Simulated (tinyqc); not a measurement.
Size of the basis: round or elliptic silicon nanowire with anisotropic valleys (Ritz method).

Wire along x = [100] on a (001) wafer, y = [010], z = [001]. Valley groups, two valleys each (w = inverse masses): A, axis along z: w_y = 1/mt, w_z = 1/ml, m_x = mt; B, axis along y: w_y = 1/ml, w_z = 1/mt, m_x = mt; C, axis along x: w_y = w_z = 1/mt, m_x = ml.

Hard wall on the ellipse (y/a)^2 + (z/b)^2 = 1, c = hbar^2/2m0. With u = y/a, v = z/b the operator is -c [(w_y/a^2) d2/du2 + (w_z/b^2) d2/dv2] on the unit disc. Basis (1 - u^2 - v^2) u^i v^j; S, X and Y are the disc integrals of f f', (df/du)(df'/du) and (df/dv)(df'/dv), from the integral of u^p v^q = 2 Gamma((p+1)/2) Gamma((q+1)/2)/((p + q + 2) Gamma((p+q+2)/2)) for even p, q; H = c (w_y X/a^2 + w_z Y/b^2).

Constants: hbar^2/2m0 = 3.80998211 eV angstrom^2.

Parameters, chosen for this exercise (near those of a Si nanowire; shifted at random, so the results belong to these values and not to a real crystal): ml = 0.918 m0 (longitudinal mass); mt = 0.188 m0 (transverse mass); a = 38 angstrom (semi-axis along y); b = 38 angstrom (semi-axis along z).

Lowest level of each group with 1, 3, 6 and 21 even functions.

Levels (meV):

| functions | A | B | C |
|---|---|---|---|
| 1 | 50.73 | 50.73 | 84.21 |
| 3 | 48.09 | 48.09 | 81.18 |
| 6 | 48.05 | 48.05 | 81.16 |
| 21 | 48.05 | 48.05 | 81.16 |

What can be read from this table?

One function errs by 5.6 % for A, 5.6 % for B and 3.7 % for C, six by 0.00029, 0.00029 and 1.3e-05 meV. The error grows with the axis ratio of the stretched ellipse (2.21, 2.21, 1.00); for a circle it is 6/5.783 - 1 = 3.7 %.

Run: tinyqc, `OMP_NUM_THREADS=1 python tinyqc.py 1280217 1280218 out.jsonl`; Intel(R) Xeon(R) Processor @ 2.30GHz, one thread, shared host; about 0.07 s of CPU time with all checks.
